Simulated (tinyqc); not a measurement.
Raising D: domain walls in a thin film with perpendicular anisotropy: Bloch, Neel and chiral walls, motion and stripe domains. Computed by tinyqc, a small Python program. Command: `OMP_NUM_THREADS=1 python tinyqc.py 3018487 3018488 out.jsonl mwall walk`. One thread of a shared host (Intel(R) Xeon(R) Processor @ 2.30GHz), about 0.01 s of CPU time with the checks.

One-dimensional wall: polar angle theta(x), azimuth phi of the moment in the wall (phi = 0 Neel, 90 degrees Bloch). mu_0 = 1.25663706212e-6 T m/A, gamma = 1.76085963023e11 rad/(s T).

Inputs (values chosen for the exercise, for a model film):
```
quantity                      value    unit
saturation magnetisation M_s   1060    kA/m
exchange stiffness A            8.9    pJ/m
uniaxial anisotropy K_u         961  kJ/m^3
DMI constant D                 0.32  mJ/m^2
thickness t                    0.83      nm
```

Method. K_eff = K_u - mu_0 M_s^2/2; Delta = sqrt(A/K_eff); sigma_0 = 4 sqrt(A K_eff); profile theta = 2 arctan exp(x/Delta); quality factor Q = 2 K_u/(mu_0 M_s^2). sigma(phi) = sigma_0 + 2 Delta K_D cos^2(phi) - pi D cos(phi), with the wall shape anisotropy K_D = N_x mu_0 M_s^2/2, N_x = t ln 2/(pi Delta). The minimum has cos(phi) = D/D_N for D < D_N = 4 Delta K_D/pi and phi = 0 beyond; sigma turns negative at D_c = (sigma_0 + 2 Delta K_D)/pi.

D_N = 0.164610 mJ/m^2

D_c = 2.00050 mJ/m^2

width parameter Delta = 5.90754 nm

sigma_0 = 6.02620 mJ/m^2

Wall against D; the last column is the Kaplan-Gehring width, log10[0.955 t exp(pi sigma/(mu_0 M_s^2 t))/nm], with a dash where it falls below 10 Delta and the formula fails:
```
D (mJ/m^2)  phi (degrees)  sigma (mJ/m^2)  sigma/sigma_0  log10 domain width
0.033              78.435          6.0158        0.99828              6.9028
0.082              60.122          5.9620        0.98935              6.8402
0.130              37.838          5.8649        0.97324              6.7271
0.400               0.000          5.0281        0.83438              5.7529
0.800               0.000          3.7715        0.62585              4.2899
1.200               0.000          2.5149        0.41732              2.8269
1.600               0.000          1.2582        0.20879                   -
1.800               0.000          0.6299        0.10453                   -
```

What follows from these numbers?

D_N is 8 % of D_c, so a small D fixes the chirality long before it lowers the energy much. Beyond D_N sigma falls by pi per unit of D, and the domain width, which has sigma in an exponent, drops by 4.1 decades over the valid rows (values above 6 mean a single domain in any device).

Extremes, crossings and ranges named in words are read from the listed rows.
